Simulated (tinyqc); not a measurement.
Series resistance and length offset from two lengths at two overdrives.

Inverse problem. In strong inversion R W = Rsd + k(x)(L - dL), k(x) = (1 + th1 x)/(mu0 Cox x), x the overdrive, Cox = eps0 eox/tox, with Rsd and dL independent of x. Find dL, Rsd, mu0 and th1.

Values chosen for this exercise:
```
symbol  value  unit                                                                 meaning
eox       3.9        relative permittivity of the gate insulator (close to silicon dioxide)
tox         3    nm                                                     insulator thickness
```

Constants: eps0 = 8.8541878128e-14 F/cm where lengths are in cm. Results are converted to the units shown.

total resistance times width (ohm um):
```
                  L = 0.069 um  L = 0.9 um
overdrive 0.51 V    882.954961  9634.65774
overdrive 1.06 V    560.597791  4991.67464
```

Answer. At each overdrive R W is a straight line in L; the two lines cross at L = dL, R W = Rsd. Their slopes give k x = (1 + th1 x)/(mu0 Cox), a straight line in x.

dL = 0.00700 um
Rsd = 230 ohm um
mu0 = 170 cm^2/(V s)
th1 = 0.100 1/V

Numbers from tinyqc (`OMP_NUM_THREADS=1 python tinyqc.py 2210161 2210162 out.jsonl`; about 0.01 s on one thread of a shared Intel Xeon 2.30GHz).
